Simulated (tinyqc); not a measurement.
# Changing the impurity potential U

Model: Koster-Slater impurity in a tight-binding band, by Green functions and by supercells. Computed by tinyqc, a small Python program. Command: `OMP_NUM_THREADS=1 python tinyqc.py 3022207 3022208 out.jsonl kosterslater sweep`. One thread of a shared host (Intel(R) Xeon(R) Processor @ 2.30GHz), about 0.1 s of CPU time with the checks.

One orbital per site, e(k) = -2 t sum cos(k_i) over 3 direction(s), band from -6 t to 6 t, lattice constant 1. One site has the extra energy U. Spin is left out.

Inputs (values chosen for the exercise, for a model band):
```
quantity,value,unit
hopping t,1.4,eV
supercell edge N,3,sites
energy inside the band E,-0.297,eV
broadening eta,0.21,eV
impurity concentration c,0.0002,per site
```

Lattice: simple cubic.

Constants: hbar = 6.582119569e-16 eV s.

Method:
- Outside the band G0(E) = (1/pi) int_0^pi dk (2/(pi z)) K(16 t^2/z^2), z = E + 2 t cos k, K the complete elliptic integral with parameter m; 200 Gauss-Legendre points.
- A bound state solves 1/U = G0(E).
- Bisection in ln(distance from the edge) between 1e-5 t and |U| + t. Weight on the impurity site: -1/(U^2 dG0/dE), by a central difference with step min(1e-4 t, distance/30). Decay length along an axis: 1/arccosh(1 + distance/(2 t)).
- Inside the band G0(z), z = E + i eta, comes from the chain form 1/(sqrt(y - 2t) sqrt(y + 2t)) (principal roots) at y = z + 2 t cos k + 2 t cos k', averaged over k and k' in (0, pi) with 200 Gauss-Legendre points each.
- T = U/(1 - U G0); phase shift delta = -arg(1 - U G0) in (-pi, pi]; host density of states -Im G0/pi; on the impurity -Im[G0/(1 - U G0)]/pi; lifetime of a band state hbar/(-2 c Im T).
- In a periodic cell of N sites along each direction with Bloch vector K, the level solves 1/U = N^-d sum_k 1/(E - e(k)), k_i = (2 pi m_i + K_i)/N, m_i = 0..N-1; the outermost root on the side of U is taken (bisection). d is the number of directions. Gamma means K_i = 0, the zone corner K_i = pi, the quarter point K_i = pi/2.
- The error is measured against the isolated level E_b.

One run for each value:
```
impurity potential U (eV),distance from the band edge (eV),weight on the impurity site,decay length (sites),scattering lifetime (fs),width between Gamma and the corner (eV)
6.89,0.495,0.58744,1.7054,644.83,1.1490
8.92,1.957,0.80688,0.8910,594.87,0.6018
11.50,4.174,0.89675,0.6399,564.59,0.3143
14.90,7.312,0.94233,0.5109,545.44,0.1702
19.40,11.616,0.96719,0.4306,533.33,0.0948
25.10,17.173,0.98079,0.3769,525.93,0.0548
32.40,24.365,0.98860,0.3375,521.23,0.0323
42.00,33.881,0.99327,0.3063,518.14,0.0190
```

What does the table show, and why?

Over the rows, distance from the band edge (eV) rises from 0.495 to 33.9 (exponent d ln y / d ln x 5.3 between the first rows and 1.3 between the last); weight on the impurity site rises from 0.587 to 0.993 (exponent d ln y / d ln x 1.2 between the first rows and 0.018 between the last); decay length (sites) falls from 1.71 to 0.306 (exponent d ln y / d ln x -2.5 between the first rows and -0.37 between the last). In three dimensions binding starts at |U| = 3.957 t, quadratically in the excess. For large |U| the scattering lifetime tends to that of a site cut out of the lattice, T = -1/G0. The supercell width shrinks as the state tightens. Left out: 5.32 (U is too weak to bind a state, or binds it by less than 1e-5 t).
